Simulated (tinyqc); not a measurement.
Donors on two lattice sites with valley-orbit split states, step by step. Values are carried at full precision from step to step, so a last printed digit may differ when a step is redone from the rounded ones.

Each donor binds at most one electron, in any of its states. For a site s, W_s = sum over its states of g exp(E/kT), and the ionised share is 1/(1 + W_s exp(eta)), eta = (EF - Ec)/kT; n = Nc F_1/2(eta); neutrality n + NA = ND x (mean ionised share, the two sites in equal numbers); holes are neglected. Nc from N = 2 (m kB T/(4 pi c))^(3/2) with c = hbar^2/2m0, in 1/angstrom^3; times 1e24 for 1/cm^3, m = md. F_j(eta) = (1/Gamma(j + 1)) integral_0^infinity x^j dx/(1 + exp(x - eta)), which tends to exp(eta) for eta << 0.

Constants: hbar^2/2m0 = 3.80998211 eV angstrom^2; kB = 8.617333262e-05 eV/K.

Inputs chosen for the exercise (near those of nitrogen in 4H-SiC; shifted at random, so the results belong to these values and not to a real crystal):

| symbol | value | unit | meaning |
|---|---|---|---|
| md | 0.784 | m0 | density-of-states mass of the conduction band |
| E | (58.7, 51.3, 120.7, 77.9) | meV | binding energies of h ground, h excited, k ground, k excited |
| g | (2, 4, 2, 4) |  | their degeneracies with spin |
| T | 300 | K |  |
| ND | 2.2e+16 | 1/cm^3 | donors, half on each site |
| NA | 0 | 1/cm^3 | compensating acceptors, all ionised |
| mu0 | 37 | cm^2/(V s) | mobility at heavy doping |
| mu1 | 917 | cm^2/(V s) | mobility at light doping and 300 K |
| Nr | 1.9e+17 | 1/cm^3 | reference doping |
| de | 0.61 |  | doping exponent |
| ga | 2.4 |  | temperature exponent |

## Partition sums of the neutral donor

Give each term g exp(E/kT), W_s, and the effective degeneracy W_s exp(-E_ground/kT).

Nc = 1.7420e+19 1/cm^3

terms: h ground 19.37, h excited 29.10, k ground 213.2, k excited 81.42

W_s: h 48.469, k 294.58

effective degeneracy: h 5.004, k 2.764

The ground state alone would give 2 and all states together 6 on each site; here the excited states hold 60 % and 28 % of the bound electrons on the h and k sites.

## Neutrality

Solve for eta.

eta = -6.831
n = 1.88e+16 1/cm^3

ionised share: h 0.950, k 0.759

n is 0.854 of ND - NA. The deeper k site is ionised 0.80 times as much as the h site.

## Mobility and resistivity

Mobility (Caughey-Thomas form): mu = mu0 + (mu1 (T/300)^(-ga) - mu0)/(1 + ((ND + NA)/Nr)^de); rho = 1/(e n mu), e = 1.602176634e-19 C.

Compare with full ionisation, n = ND - NA.

mu = 730.8 cm^2/(V s)
rho = 0.454 ohm cm
rho at full ionisation = 0.388 ohm cm

Incomplete ionisation raises rho by a factor 1.17.

## Checks

- n + NA against ND times the mean ionised share (1/cm^3): both 1.880e+16.

(tinyqc, `OMP_NUM_THREADS=1 python tinyqc.py 1650204 1650205 out.jsonl`, Intel(R) Xeon(R) Processor @ 2.30GHz, 1 thread, shared host, about 0.01 s.)
